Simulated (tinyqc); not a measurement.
Conduction-band offset of an n-N heterojunction from carrier-profile moments: one step of the calculation.

Layer 1 (x < 0) accumulates electrons and layer 2 (x > 0) is depleted. Boltzmann statistics. The bands bend down by V1 in layer 1 and up by V2 in layer 2, with V1 + V2 = VD = dE + Vt ln[(N2/Nc2)/(N1/Nc1)].

Task. Offset from the moments. A C-V profile smears n(x) but keeps its zeroth and first moments: si = -int (N - n) dx, VD = (q/(eps0 eps_r)) int (N - n) x dx, dE = VD - Vt ln[(N2/Nc2)/(N1/Nc1)]. Use the trapezoidal rule on each side.

Values chosen for this exercise; values of the order of III-V alloys: temperature T = 300 K; relative permittivity of both layers eps_r = 13.1; density of states of the narrow-gap layer 1 Nc1 = 6.6e17 cm^-3; density of states of the wide-gap layer 2 Nc2 = 8.1e17 cm^-3; conduction-band offset dE = 0.18 eV; donor density in layer 1 N1 = 4.2e15 cm^-3; donor density in layer 2 N2 = 7.9e16 cm^-3; fixed charge at the interface si = 0 cm^-2.

Constants: q = 1.602176634e-19 C, kB = 1.380649e-23 J/K, Vt = kB T/q, eps0 = 8.8541878128e-14 F/cm where lengths are in cm. Results are converted to the units shown.

| left point | -x (nm) | n in layer 1 (cm^-3) |
|---|---|---|
| 0 | 0 | 3.58651e17 |
| 1 | 1.54 | 2.73446e17 |
| 2 | 9.36 | 1.03482e17 |
| 3 | 26.9 | 3.26393e16 |
| 4 | 56.7 | 1.29744e16 |
| 5 | 101 | 7.10410e15 |
| 6 | 163 | 5.11225e15 |
| 7 | 243 | 4.45054e15 |
| 8 | 344 | 4.25353e15 |
| 9 | 467 | 4.20842e15 |

| right point | x (nm) | n in layer 2 (cm^-3) |
|---|---|---|
| 0 | 0 | 4.16626e14 |
| 1 | 8.77 | 1.86808e15 |
| 2 | 21.6 | 9.53591e15 |
| 3 | 36.6 | 3.01187e16 |
| 4 | 53.2 | 5.49800e16 |
| 5 | 71.1 | 7.02066e16 |
| 6 | 90.1 | 7.62966e16 |
| 7 | 110 | 7.82454e16 |
| 8 | 131 | 7.88063e16 |
| 9 | 153 | 7.89535e16 |

Wanted: si; VD; dE.

Result.

si = 4.73e10 cm^-2
VD = 0.250 V
dE = 0.180 eV

On these few points dE comes out -0.12 meV from the true 0.18 eV, and si misses by 4.7e10 cm^-2, 13 % of Q1.

Computed by the program tinyqc: `OMP_NUM_THREADS=1 python tinyqc.py 2410114 2410115 out.jsonl`, one thread of a shared Intel Xeon 2.30GHz, about 0.1 s for the whole run.
